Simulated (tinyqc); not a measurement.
Convergence with the k mesh: Bethe-Salpeter matrix of a two-band square lattice (Tamm-Dancoff form).

One valence and one conduction band, lattice period 1, mesh k = 2 pi j/N along each axis (first index slowest). Pair energies D(k) = Eg + 2 t sum(1 - cos k), t = tc + tv. Screened attraction W(R) = U at R = 0 and V/|R| otherwise, R over the N x N cells with the nearest image; W(q) = sum_R W(R) cos(q R). H(k, k') = D(k) delta - W(k - k')/Nk + 2 J/Nk for singlets (J = 0 for triplets), Nk the number of k points. With a constant transition dipole the strength of a state is f = (sum_k A_k)^2/Nk, and the f sum to 1.

Values chosen for the exercise: Eg = 4.7 eV (quasiparticle gap); tc = 0.14 eV (conduction hopping); tv = 0.19 eV (valence hopping); U = 1.08 eV (attraction in the same cell); V = 0.63 eV (attraction at one cell distance); J = 0.31 eV (exchange in the same cell).

Lowest triplet and singlet, and f of the singlet, against N.

Results:

| N | Eg - E triplet (eV) | Eg - E singlet (eV) | f singlet |
|---|---|---|---|
| 3 | 0.6422 | 0.5342 | 0.1120 |
| 4 | 0.5440 | 0.4448 | 0.0925 |
| 6 | 0.4803 | 0.3720 | 0.0912 |
| 9 | 0.4667 | 0.3438 | 0.1071 |
| 14 | 0.4659 | 0.3405 | 0.1115 |
| 22 | 0.4659 | 0.3405 | 0.1116 |
| 36 | 0.4659 | 0.3405 | 0.1116 |

The coarsest mesh misjudges the singlet binding by +0.1937 eV against the finest: a mesh of N points along an axis repeats the pair every N cells. The triplet is within 1 meV of the last row from N = 9 on. The singlet is within 1 meV of the last row from N = 14 on. The more tightly bound triplet is the smaller object in R, so it needs no more points than the singlet.

Computed by tinyqc, a small Python program: `OMP_NUM_THREADS=1 python tinyqc.py 1282062 1282063 out.jsonl` (the numbers bound the seed that draws the inputs); one thread of a shared host (Intel(R) Xeon(R) Processor @ 2.30GHz), about 1 s for the whole set of steps.
